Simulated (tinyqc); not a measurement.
Tension along [110]: repopulation and mass change: two-band k.p model of the Delta valleys near the X point under shear strain.

Valley pair on the [001] axis, kz counted from the X point, c = hbar^2/2m0, k0 = kx0 2 pi/a. H = (c kz^2/ml + c (kx^2 + ky^2)/mt + c k0^2/ml) 1 + (2 c k0 kz/ml) sigma_z + (D exy - 2 c kx ky/Mp) sigma_x, so E = c kz^2/ml + c (kx^2 + ky^2)/mt + c k0^2/ml -/+ sqrt((2 c k0 kz/ml)^2 + (D exy - 2 c kx ky/Mp)^2). Without strain the lower band has its minima, E = 0, at kz = +/- k0. Shifts from diagonal strain are left out.

For |eta| < 1: k_min = k0 sqrt(1 - eta^2), E_min = -Delta eta^2/2, ml(eta) = ml/(1 - eta^2), 1/m[110] = 1/mt + eta/Mp, 1/m[1-10] = 1/mt - eta/Mp. For |eta| > 1 the minimum sits at X: E_min = -Delta (2 |eta| - 1)/2, ml(eta) = ml/(1 - 1/|eta|), and eta is replaced by its sign in the transverse masses. Here Delta = 2 c k0^2/ml and eta = D exy/Delta.

s11 = (C11 + C12)/((C11 - C12)(C11 + 2 C12)), s12 = -C12/((C11 - C12)(C11 + 2 C12)), s44 = 1/C44; exx = s11 sxx + s12 (syy + szz) and cyclic, exy = s44 sxy/2; tension is positive. A uniaxial stress X along the unit vector n is s_ij = X n_i n_j.

Constants: hbar^2/2m0 = 3.80998211 eV angstrom^2; kB = 8.617333262e-05 eV/K.

Parameters, chosen for this exercise (near those of Si; the results hold for these values, not for the real material): a = 5.419 angstrom (lattice constant); ml = 0.908 m0 (longitudinal mass); mt = 0.193 m0 (transverse mass); kx0 = 0.156 2 pi/a (distance of the minimum from X); D = 13.6 eV (shear deformation potential); Mp = 0.233 m0 (coupling mass); C11 = 167.3 GPa; C12 = 64.9 GPa; C44 = 79.1 GPa; Xu = 8.79 eV (uniaxial potential); T = 300 K (temperature).

The z valleys move against the x and y valleys by Xu (ezz - exx) and, through the shear, by E_min. Share of the z valleys n = w/(w + 2 exp(dE/kT)), dE the total relative shift, w = sqrt(ml(eta) m[110] m[1-10]/(ml mt^2)). Along [110]: 1/m_c = n/m[110] + (1 - n)(1/ml + 1/mt)/2. Fixed masses means E_min = 0, w = 1, m[110] = mt. Gains are against 3/(1/ml + 2/mt) at a fixed scattering time.

Results:
```
X (GPa)  Xu (ezz - exx) (meV)  E_min (meV)  m[110]  m_c fixed masses  m_c with shear  gain fixed (%)  gain with shear (%)
0.00                      0.0          0.0  0.1930            0.2617          0.2617             0.0                  0.0
0.25                    -10.7         -0.2  0.1869            0.2487          0.2440             5.2                  7.2
0.50                    -21.5         -0.8  0.1812            0.2363          0.2256            10.7                 16.0
1.00                    -42.9         -3.4  0.1708            0.2165          0.1929            20.9                 35.7
1.50                    -64.4         -7.6  0.1616            0.2044          0.1704            28.0                 53.6
2.00                    -85.8        -13.5  0.1533            0.1983          0.1563            32.0                 67.4
3.00                   -128.8        -30.3  0.1389            0.1940          0.1392            34.9                 88.0
```

At 1 GPa repopulation alone gives 20.9 % and the shear terms raise it to 35.7 %. From 2 to 3 GPa the fixed-mass gain grows by 2.9 points, towards its ceiling of 35.6 % when all electrons sit in the z valleys, whereas the gain with shear grows by 20.6 points because m[110] keeps falling.

Program tinyqc; command `OMP_NUM_THREADS=1 python tinyqc.py 1080914 1080915 out.jsonl`; about 0.01 s on one thread of a shared Intel(R) Xeon(R) Processor @ 2.30GHz.
